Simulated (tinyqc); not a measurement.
Inside a calculation. Method: Jacobi rotations on a symmetric matrix. Computed by tinyqc, a small Python program that keeps every step. Settings: method = jacobi. Command: `OMP_NUM_THREADS=1 python tinyqc.py 22599 22600 out.jsonl` (the two numbers bound the seeds that draw the settings). One thread of a shared host (Intel(R) Xeon(R) Processor @ 2.60GHz), about 0.01 s of CPU time with the checks.

## Jacobi rotation 1

A:
```
           1          2         3
1   2.565000  -0.119000  0.084000
2  -0.119000   3.770000  0.462000
3   0.084000   0.462000  4.903000
```

Take the largest off-diagonal element A_pq; tan 2 theta = 2 A_pq / (A_qq - A_pp) with |theta| <= pi/4; A' = J^T A J with J_pp = J_qq = cos, J_pq = sin, J_qp = -sin.

p, q, theta (rad): 2.000000  3.000000  0.342071

A':
```
           1          2         3
1   2.565000  -0.140282  0.039216
2  -0.140282   3.605496  0.000000
3   0.039216   0.000000  5.067504
```

## Jacobi rotation 2

As before.

p, q, theta (rad): 1.000000  2.000000  -0.131690

A':
```
          1          2          3
1  2.546419   0.000000   0.038876
2  0.000000   3.624078  -0.005149
3  0.038876  -0.005149   5.067504
```

## Jacobi rotation 3

As before.

p, q, theta (rad): 1.000000  3.000000  0.015416

A':
```
          1          2          3
1  2.545819   0.000079   0.000000
2  0.000079   3.624078  -0.005149
3  0.000000  -0.005149   5.068103
```

## All rotations

The off-diagonal norm falls at every rotation.

Rotations:
```
step  p  q      theta  off-diagonal norm
1     2  3   0.342071           2.06e-01
2     1  2  -0.131690           5.55e-02
3     1  3   0.015416           7.28e-03
4     2  3  -0.003566           1.12e-04
5     1  2   0.000074           4.00e-07
6     1  3  -1.12e-07           2.95e-11
```

eigenvalues: 2.545819  3.624059  5.068121
